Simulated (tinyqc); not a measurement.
# MOS capacitor on a p-type substrate, surface potential from the exact charge relation: two studies

Uniform p-type substrate, Boltzmann statistics, full ionisation, classical densities. psi is the surface potential against the body (positive when the bands bend down) and u = psi/Vt. Traps are spread evenly over the gap and neutral at flat band, so their charge is -q Dit psi; the minority quasi-Fermi level is shifted by Vb.

Parameters, values chosen for the exercise; band and dielectric values close to those of 4H silicon carbide: temperature T = 400 K; band gap Eg = 3.31 eV; relative permittivity eps_r = 9.56; conduction-band density of states at T Nc = 2.57e19 cm^-3; valence-band density of states at T Nv = 3.88e19 cm^-3; electron affinity chi = 3.53 eV; acceptor density of the substrate N = 2.4e16 cm^-3; relative permittivity of the gate insulator (close to silicon dioxide) eox = 3.9; insulator thickness tox = 2.2 nm; gate work function phiM = 4.49 eV; fixed charge at the interface, in units of q Nf = -5.6e10 cm^-2; density of interface traps Dit = 0 cm^-2 eV^-1; reverse bias of the inversion layer against the body Vb = 1.7 V.

Constants: q = 1.602176634e-19 C, kB = 1.380649e-23 J/K, Vt = kB T/q, eps0 = 8.8541878128e-14 F/cm where lengths are in cm. Results are converted to the units shown.

Each table varies one quantity; the others keep the values above.

## Capacitance-voltage curves

ni = sqrt(Nc Nv) exp(-Eg/(2 Vt)), Eg in volts; phiF = Vt ln(N/ni); Cox = eps0 eox/tox; Vfb = phiM - chi - (Eg - Vt ln(Nv/N)) - q Nf/Cox; Q0 = sqrt(2 eps0 eps_r q N Vt); r = (ni/N)^2 exp(-Vb/Vt); VT = Vfb + [(2 phiF + Vb)(1 + q Dit/Cox) + sqrt(2 eps0 eps_r q N (2 phiF + Vb))/Cox]. u = psi/Vt; F^2 = exp(-u) + u - 1 + r (exp(u) - u - 1); Qs = -sign(u) Q0 F; Cs = -dQs/dpsi = (Q0/Vt) |1 - exp(-u) + r (exp(u) - 1)|/(2 F). psi solves Vg = Vfb + psi + (q Dit psi - Qs)/Cox. Low frequency: 1/C_LF = 1/Cox + 1/(Cs + q Dit). High frequency, in the simple estimate in which traps and minority carriers do not follow: 1/C_HF = 1/Cox + 1/Cd, Cd being Cs with r = 0 at the same psi. Deep depletion: r = 0 and Dit = 0 both in the equation for psi and in Cs. Minority sheet density N_inv = (Q0/(2 q)) int_0^u r (exp(t) - 1)/F(t) dt for u > 0. N_inv under 1 cm^-2 is printed as 0. Regimes: accumulation when majority carriers gather, then depletion up to |psi| = phiF + Vb, weak inversion up to 2 phiF + Vb, strong inversion beyond.

Capacitance-voltage curves:

| Vg (V) | psi (V) | C_LF/Cox | C_HF/Cox | C_deep/Cox | N_inv (cm^-2) | regime |
|---|---|---|---|---|---|---|
| -2.87 | -0.2739 | 0.8805 | 0.8805 | 0.8805 | 0 | accumulation |
| -2.32 | -0.1497 | 0.5539 | 0.5539 | 0.5539 | 0 | accumulation |
| -1.78 | 0.2839 | 0.04893 | 0.04893 | 0.04893 | 0 | depletion |
| -1.23 | 0.8142 | 0.02828 | 0.02828 | 0.02828 | 0 | depletion |
| -0.68 | 1.351 | 0.02191 | 0.02191 | 0.02191 | 0 | depletion |
| -0.14 | 1.880 | 0.01857 | 0.01857 | 0.01857 | 0 | depletion |
| 0.41 | 2.420 | 0.01637 | 0.01637 | 0.01637 | 0 | depletion |
| 0.96 | 2.962 | 0.01480 | 0.01480 | 0.01480 | 0 | depletion |
| 1.5 | 3.494 | 0.01363 | 0.01363 | 0.01363 | 0 | weak inversion |
| 2.05 | 4.037 | 0.01268 | 0.01268 | 0.01268 | 4126 | weak inversion |
| 2.6 | 4.578 | 0.07780 | 0.01191 | 0.01191 | 2.488e10 | strong inversion |
| 3.14 | 4.778 | 0.8600 | 0.01166 | 0.01128 | 3.330e12 | strong inversion |

What does the comparison show?

C_LF/Cox is lowest, 0.0127, at Vg = 2.05 V (weak inversion) among the rows listed and is 0.860 in the last row, where C_HF/Cox is 0.0117 and the deep-depletion value 0.0113. Vfb = -2.09 V, where C_HF/Cox = 0.164 (Cox in series with eps0 eps_r/LD), and VT = 2.53 V. In strong accumulation and inversion degeneracy and confinement, left out here, lower the capacitance.

## Effect of the reverse bias of the inversion layer against the body on threshold and swing

ni = sqrt(Nc Nv) exp(-Eg/(2 Vt)), Eg in volts; phiF = Vt ln(N/ni); Cox = eps0 eox/tox; Vfb = phiM - chi - (Eg - Vt ln(Nv/N)) - q Nf/Cox; VT = Vfb + [(2 phiF + Vb)(1 + q Dit/Cox) + sqrt(2 eps0 eps_r q N (2 phiF + Vb))/Cox]. gamma = sqrt(2 eps0 eps_r q N)/Cox; Wm = sqrt(2 eps0 eps_r (2 phiF + Vb)/(q N)); m = 1 + (eps0 eps_r/Wm + q Dit)/Cox; swing m Vt ln 10; Cmin/Cox = 1/(1 + Cox Wm/(eps0 eps_r)).

In this table Dit = 0 cm^-2 eV^-1.

The same in every row: Vfb (V) = -2.090; 2 phiF (V) = 2.815; gamma (V^0.5) = 0.05140.

Effect of the reverse bias of the inversion layer against the body on threshold and swing:

| Vb (V) | VT (V) | Wm (nm) | m | swing (mV/decade) | Cmin/Cox |
|---|---|---|---|---|---|
| 0 | 0.8115 | 352.0 | 1.015 | 80.58 | 0.01509 |
| 0.4 | 1.217 | 376.2 | 1.014 | 80.51 | 0.01413 |
| 0.8 | 1.623 | 398.9 | 1.014 | 80.44 | 0.01334 |
| 1.2 | 2.028 | 420.4 | 1.013 | 80.39 | 0.01266 |
| 1.6 | 2.433 | 440.9 | 1.012 | 80.34 | 0.01208 |
| 2 | 2.838 | 460.4 | 1.012 | 80.30 | 0.01158 |
| 2.4 | 3.243 | 479.2 | 1.011 | 80.26 | 0.01113 |
| 2.8 | 3.647 | 497.2 | 1.011 | 80.23 | 0.01073 |

Read the table: what changes, and by how much?

As Vb goes from 0 to 2.8, VT rises from 0.811 to 3.65 V, the swing stays near 80.4 mV/decade and Cmin/Cox falls from 0.0151 to 0.0107. Vfb does not move. The slope |dVT/dVb| between the first two rows is 1.01, close to m (VT is counted against the body; against the source it is m - 1).

Program tinyqc, `OMP_NUM_THREADS=1 python tinyqc.py 2060168 2060169 out.jsonl`; Intel Xeon 2.30GHz, shared host, one thread, about 0.01 s.
